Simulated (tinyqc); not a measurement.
# MOSFET in saturation, small-signal circuit and noise: two studies

Bias by the inversion coefficient IC = I/Ispec (charge-based model with velocity saturation; weak inversion below 0.1, strong above 10). Common-source circuit: gm, gds, Cgs, Cgd and Cj at the inner nodes, Rg in series with the gate; quasi-static, no source or drain resistance, no gate-body capacitance, no substrate network, no induced gate noise, so fmax is an upper estimate.

Inputs (values chosen for the exercise):
- T = 350 K (temperature)
- L = 65 nm (gate length)
- W = 80 um (total gate width)
- Cox = 1.92 uF/cm^2 (gate capacitance)
- mu = 140 cm^2/(V s) (mobility)
- n = 1.18 (slope factor)
- Ls = 15 nm (velocity-saturation length)
- sg = 0.043 (ratio gds/gm)
- Cov = 0.35 fF/um (overlap and fringe capacitance per side)
- Cj = 0.46 fF/um (drain junction capacitance)
- Rsh = 20 ohm (sheet resistance of the gate)
- Wf = 4 um (finger width)
- Rc = 50 ohm um (gate contact and vertical resistance)
- IC = 0.25 (inversion coefficient)
- gw = 0.11 (short-channel excess of the noise factor)
- Nt = 7.5e16 cm^-3 eV^-1 (oxide trap density)
- lt = 0.1 nm (tunnelling length into the oxide)
- ac = 3000 V s/C (Coulomb scattering coefficient)

Constants: q = 1.602176634e-19 C, kB = 1.380649e-23 J/K, Vt = kB T/q. Results are converted to the units shown.

Each table varies one quantity; the others keep the values above.

## Integrated noise against bandwidth

Ispec = 2 n mu Cox (W/L) Vt^2, lc = Ls/L, gms = [sqrt((lc IC + 1)^2 + 4 IC) - 1]/[2 + lc (lc IC + 1)], gm = gms Ispec/(n Vt), gds = sg gm. qs = [sqrt(1 + 4 IC) - 1]/2, Cgs = Cox W L qs (2 qs + 3)/(3 (qs + 1)^2) + Cov W, Cgd = Cov W, Cd = Cj W, Rg = Rsh (Wf/L)/(12 Nf) + Rc/W with Nf = W/Wf fingers (not rounded) contacted at both ends. Channel noise Sid = 4 kB T gam n gm with gam = (1/2 + (2/3) qs)/(1 + qs) + gw lc IC, qs = [sqrt(1 + 4 IC) - 1]/2, lc = Ls/L (the last term an empirical rise with velocity saturation); at the gate, white noise Sw = Sid/gm^2 + 4 kB T Rg. Number fluctuation with correlated mobility: S(f) = K/f, K = q^2 Vt lt Nt/(W L Cox^2) (1 + ac mu Cox I/gm)^2, Vt in eV with Nt per eV. Corner fc = K/Sw. Mean square from f1 = 10 Hz to B: Sw (B - f1) + K ln(B/f1).

Integrated noise against bandwidth:
```
B (Hz)	spot noise at B (nV/Hz^0.5)	white part (uV rms)	1/f part (uV rms)	total (uV rms)
1000	57.010	0.055602	3.8669	3.8673
10000	18.106	0.17663	4.7360	4.7393
1e5	5.9660	0.55879	5.4687	5.4971
1e6	2.5239	1.7671	6.1141	6.3644
1e7	1.8567	5.5882	6.6977	8.7228
1e8	1.7763	17.671	7.2343	19.095
1e9	1.7681	55.882	7.7338	56.415
```

Read the table: what changes, and by how much?

The 1/f part adds the same power, K ln 10, in each decade and grows only from 3.87 to 7.73 uV; the white part grows as sqrt(B). It overtakes the 1/f part by B = 1e8 Hz among the rows, above the corner fc = 1.04e6 Hz of the spot noise.

## Effect of the finger width on speed and noise

Same model as above.

fT = gm/(2 pi (Cgs + Cgd)), fmax = fT/(2 sqrt(Rg (gds + 2 pi fT Cgd))). Corner fc = K/Sw. IC is held fixed.

The same in every row: I (uA) = 177.6; fT (GHz) = 8.937.

Effect of the finger width on speed and noise:
```
Wf (um)	Rg (ohm)	fmax (GHz)	sqrt(Sw) (nV/Hz^0.5)	fc (MHz)
0.25	0.6450	133.1	1.739	1.074
0.5	0.7051	127.3	1.739	1.073
1	0.9455	110.0	1.741	1.072
2	1.907	77.43	1.746	1.065
4	5.753	44.58	1.767	1.040
8	21.14	23.26	1.849	0.9494
```

Read the table: what changes, and by how much?

As Wf goes from 0.25 to 8 um, fT stays at 8.94 GHz, fmax falls from 133 to 23.3 GHz, the white noise rises from 1.74 to 1.85 nV/Hz^0.5 and the corner falls from 1.07 to 0.949 MHz. The finger width leaves fT alone and acts through Rg, whose sheet part goes as Wf^2. For Wf = 0.25 to 4 um fmax exceeds 4 fT, where channel resistance and substrate losses, left out here, would cap it.

Program tinyqc, `OMP_NUM_THREADS=1 python tinyqc.py 2150061 2150062 out.jsonl`; Intel Xeon 2.30GHz, shared host, one thread, about 0.01 s.
